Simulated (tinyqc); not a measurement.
Mobility of a non-polar semiconductor in the relaxation-time approximation: one step, computed by the program tinyqc.

Each valley is treated as a sphere of mass m_d for states and rates, with one isotropic relaxation time; the conductivity mass m_c sets the current.

Problem. Fermi level and screening. Parabolic band: E = hbar^2 k^2/(2 m), speed v = hbar k/m, states per spin, volume and energy g(E) = m k/(2 pi^2 hbar^2). Here m = m_d. Masses are multiplied by m_0 and all formulas are in SI units. The reduced Fermi level eta = E_F/(k_B T) solves n = 2 Z int g f dE with f = 1/(1 + exp(x - eta)) (Z = 1 unless valleys are given); screening length L_s = sqrt(eps_s eps_0 k_B T/(e^2 dn/deta)), dn/deta = 2 Z int g f (1 - f) dE. Integrals over x = E/(k_B T) use 160 Gauss-Legendre points in u = sqrt(x) from 0 to sqrt(max(eta, 0) + 32).

Inputs (values chosen for the exercise, for a model non-polar semiconductor): equivalent valleys Z = 3; static permittivity eps_s = 8.9; carrier density n = 1.4e+18 1/cm^3; temperature T = 300 K.

Band: parabolic. Impurity formula: Conwell-Weisskopf. Further scattering: neutral impurities.

density-of-states mass m_d = 0.1048297 m_0

Constants: k_B = 8.617333262e-05 eV/K; m_0 = 9.1093837015e-31 kg; e = 1.602176634e-19 C; hbar = 1.054571817e-34 J s; eps_0 = 8.8541878128e-12 F/m; k_B = 1.380649e-23 J/K.

Give: reduced Fermi level eta; screening length L_s.

Solution.

reduced Fermi level eta = -0.4094

screening length L_s = 3.289 nm

The gas is between the classical and degenerate limits.
